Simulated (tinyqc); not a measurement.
Floating body of a partially depleted SOI transistor: body voltage and kink: one step of the calculation.

Source at 0 V. Channel current Ic = 2 nf K Vt^2 [F(0) - F(Vd)](1 + la Vd), F(V) = ln^2(1 + exp((Vg - VT - nf V)/(2 nf Vt))), VT = VT0 - gb Vb. Saturation voltage Vs = 2 Vt sqrt(F(0)) + 3 Vt, excess Ve = (Vd - Vs + sqrt((Vd - Vs)^2 + 0.0004 V^2))/2, multiplication M1 = Ai Ve exp(-Bl/Ve). Each junction passes D(v) = J1 (exp(v/Vt) - 1) + J2 (exp(v/(2 Vt)) - 1). Bipolar current Ib = bb J1 (exp(Vb/Vt) - 1). The body settles where M1 (Ic + Ib) = D(Vb) + D(Vb - Vd) + Vb/Rb; drain current Id = (1 + M1)(Ic + Ib) - D(Vb - Vd).

Problem. New Vb. Current into the body I_in = M1 (Ic + Ib) - D(Vb - Vd), current out I_out = D(Vb) + Vb/Rb; f = ln(I_in/I_out), s = df/dVb by central differences over 1e-5 V, Vb(new) = Vb - f/s.

Values chosen for this exercise; values of the order met in partially depleted silicon-on-insulator transistors:

| symbol | value | unit | meaning |
|---|---|---|---|
| T | 398 | K | temperature |
| VT0 | 0.55 | V | threshold at zero body voltage |
| gb | 0.18 |  | fall of the threshold per volt of body voltage |
| nf | 1.46 |  | slope factor |
| K | 460 | uA/(V^2 um) | gain factor per width |
| la | 0.09 | 1/V | channel-length modulation factor |
| Ai | 2.1 | 1/V | impact-ionisation prefactor |
| Bl | 8.1 | V | impact-ionisation voltage |
| J1 | 7e-9 | uA/um | diffusion saturation current of each junction |
| J2 | 1.8e-7 | uA/um | recombination saturation current of each junction |
| bb | 1 |  | gain of the lateral bipolar transistor on the diffusion current |
| Rb | 1e9 | kohm um | resistance of a weak body tie to the source (1e9 stands for no tie, and the term is then dropped) |
| Vg | 0.48 | V | gate voltage |
| Vd | 2 | V | drain voltage |

Constants: q = 1.602176634e-19 C, kB = 1.380649e-23 J/K, Vt = kB T/q. Results are converted to the units shown.

Vb at the start = 0.47 V

Give: Ic; Ve; M1; I_in; I_out; f; s; Vb after iteration 1.

Solution.

Ic = 1.102 uA/um
Ve = 1.844 V
M1 = 0.04796
I_in = 0.05313 uA/um
I_out = 0.006430 uA/um
f = 2.112
s = -26.31 1/V
Vb after iteration 1 = 0.5503 V

Range of the model: The multiplication law is an empirical form chosen for the exercise; self-heating and capacitive coupling to the body are left out, and the linear laws are rough once Vb passes about 0.7 V or M1 about 0.1.

Computed by the program tinyqc: `OMP_NUM_THREADS=1 python tinyqc.py 2182101 2182102 out.jsonl`, one thread of a shared Intel Xeon 2.30GHz, about 0.2 s for the whole run.
